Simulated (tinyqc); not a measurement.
Inside a calculation: sp3s* tight binding. Values are carried at full precision from step to step, so a last printed digit may differ when a step is redone from the rounded ones.

sp3s* tight binding, nearest neighbours only: anion (a) at 0, cation (c) at a/4 (1,1,1), orbitals s, px, py, pz, s* on each; k in units of 2 pi/a. With phases e_j = exp(i (pi/2) k.n_j) for n = (1,1,1), (1,-1,-1), (-1,1,-1), (-1,-1,1): g0 = (e1+e2+e3+e4)/4, g1 = (e1+e2-e3-e4)/4, g2 = (e1-e2+e3-e4)/4, g3 = (e1-e2-e3+e4)/4. The diagonal holds the levels Esa, Epa, Exa (s*) and Esc, Epc, Exc. Anion-cation block: <sa|sc> = Vss g0; <sa|xc> = Vsapc g1; <xa|sc> = -Vscpa g1; <xa|xc> = Vxx g0; <xa|yc> = <ya|xc> = Vxy g3, <xa|zc> = <za|xc> = Vxy g2, <ya|zc> = <za|yc> = Vxy g1; <s*a|xc> = Vxapc g1; <xa|s*c> = -Vpaxc g1; y and z take g2 and g3 in place of g1; s-s* and s*-s* vanish.

Constants: hbar^2/2m0 = 3.80998211 eV angstrom^2.

Values chosen for the exercise (near a published set for GaAs, fitted to gaps, whose masses and valley positions are rough; not measured data): k = (0.54, 0.11, 0.03) 2 pi/a (wave vector); Esa = -8.326 eV (s level of the anion); Epa = 1.039 eV (p level of the anion); Esc = -2.655 eV (s level of the cation); Epc = 3.665 eV (p level of the cation); Exa = 8.579 eV (s* level of the anion); Exc = 6.721 eV (s* level of the cation); Vss = -6.46 eV (s-s); Vxx = 1.95 eV (px-px); Vxy = 5.08 eV (px-py); Vsapc = 4.478 eV (s anion, p cation); Vscpa = 5.791 eV (s cation, p anion); Vxapc = 4.851 eV (s* anion, p cation); Vpaxc = 4.797 eV (p anion, s* cation); a = 5.649 angstrom (lattice constant).

## Phase sums

Form g0 to g3 at this k.

g0, g1, g2, g3: 0.65074-0.00608i  -0.00536+0.73812i  -0.03481+0.11357i  -0.12882+0.03069i

## The Hamiltonian without spin-orbit coupling

Fill in the 10 x 10 matrix.

H(k) (eV), lower triangle (Hermitian):
```
,sa,xa,ya,za,s*a,sc,xc,yc,zc,s*c
sa,-8.3260
xa,0,1.0390
ya,0,0,1.0390
za,0,0,0,1.0390
s*a,0,0,0,0,8.5790
sc,-4.2038-0.0392i,0.0310+4.2745i,0.2016+0.6577i,0.7460+0.1777i,0,-2.6550
xc,-0.0240-3.3053i,1.2689+0.0118i,-0.6544-0.1559i,-0.1768-0.5769i,-0.0260-3.5806i,0,3.6650
yc,-0.1559-0.5086i,-0.6544-0.1559i,1.2689+0.0118i,-0.0272-3.7497i,-0.1689-0.5509i,0,0,3.6650
zc,-0.5769-0.1374i,-0.1768-0.5769i,-0.0272-3.7497i,1.2689+0.0118i,-0.6249-0.1489i,0,0,0,3.6650
s*c,0,0.0257+3.5408i,0.1670+0.5448i,0.6180+0.1472i,0,0,0,0,0,6.7210
```

## Levels at this k

Diagonalise H, which belongs to k = (0.54, 0.11, 0.03) (2 pi/a). Four bands are filled (two electrons each); give the make-up of band 5, the lowest empty one.

levels (eV): -11.4665  -4.7595  -1.9358  -1.7825  2.7236  2.8156  6.4966  6.6067  8.9461  10.7868

weights of band 5: s 0.308, p 0.414, s* 0.279

weight of band 5 on atom a = 0.361

The vertical gap at this k is 4.5061 eV; band 5 is mostly p-like.

## Levels at Gamma

At k = 0 only g0 = 1 is left and H falls into 2 x 2 blocks [[E_a, V], [V, E_c]] with roots (E_a + E_c)/2 -/+ sqrt(((E_a - E_c)/2)^2 + V^2); the s* levels stay uncoupled. The direct gap runs from the highest lower root of the p blocks to the lowest upper root.

Blocks at Gamma (eV):
```
block,E_a,E_c,V,lower root,upper root
s (Gamma1),-8.3260,-2.6550,-6.4600,-12.5454,1.5644
p (Gamma15),1.0390,3.6650,1.9500,0.0012,4.7028
```

direct gap at Gamma = 1.5632 eV

The lowest empty level at Gamma is s-like.

## Bands near the gap

Diagonalise at L = (1/2,1/2,1/2), X = (1,0,0), W = (1,1/2,0), K = (3/4,3/4,0) and at the fractions named between them; energies from the top of the valence band at Gamma; 4 bands are filled.

Levels (eV):
```
k,level 2,level 3,level 4,level 5,level 6
L,-6.991,-1.401,-1.401,1.691,3.805
L-G 0.5,-4.137,-0.780,-0.780,2.135,4.213
G,0.000,0.000,0.000,1.563,4.702
G-X 0.2,-1.282,-0.411,-0.411,2.320,4.174
G-X 0.4,-3.242,-1.273,-1.273,2.805,3.275
G-X 0.6,-5.141,-2.113,-2.113,2.512,2.785
G-X 0.7,-5.991,-2.444,-2.444,2.275,2.657
G-X 0.8,-6.729,-2.692,-2.692,2.120,2.525
G-X 0.9,-7.281,-2.845,-2.845,2.040,2.423
X,-7.501,-2.896,-2.896,2.016,2.384
W,-7.501,-2.896,-2.896,2.016,2.384
K,-7.414,-3.126,-2.454,1.974,2.515
K-G 0.5,-4.814,-1.967,-0.847,2.406,3.529
```

On these points the lowest empty level is lowest at G, 1.563 eV above the top.

## Valleys and masses

The lowest conduction level at Gamma, at its minimum on (x,0,0) for x from 0.5 to 1, and at the point L (L, and X where the search ends there, need not be minima in this model; a zero or negative inverse mass shows it). Inverse masses m0/m = (E(+h) + E(-h) - 2 E)/(2 c q^2) with c = hbar^2/2m0, q = h 2 pi/a, h = 0.002; longitudinal along the valley axis ([100] at Gamma and Delta, [111] at L), transverse along [010] or [1-10]. A dash: the next level lies within 0.15 eV, so a single mass has no use there.

Valleys:
```
valley,x (2 pi/a),E - Ev (eV),m0/m_l,m0/m_t
Gamma,0.0000,1.5632,8.32,8.32
Delta,1.0000,2.0162,0.47,0.00
L,0.5000,1.6911,0.61,1.35
```

Of these three the lowest is Gamma, which makes the gap direct, 1.5632 eV. At Delta m0/m_t is 0.00. This nearest-neighbour model is fitted to gaps: it places the Delta minimum and the masses at Delta and L only roughly (transverse masses can be several times too heavy), and since its bands are flat from X to W the transverse mass grows too heavy towards X; d orbitals or second neighbours cure this.

## Checks

- Direct gap at Gamma from the blocks against the full matrix: both 1.56325.

Run: tinyqc, `OMP_NUM_THREADS=1 python tinyqc.py 1480511 1480512 out.jsonl`; Intel(R) Xeon(R) Processor @ 2.30GHz, one thread, shared host; about 0.1 s of CPU time with all checks.
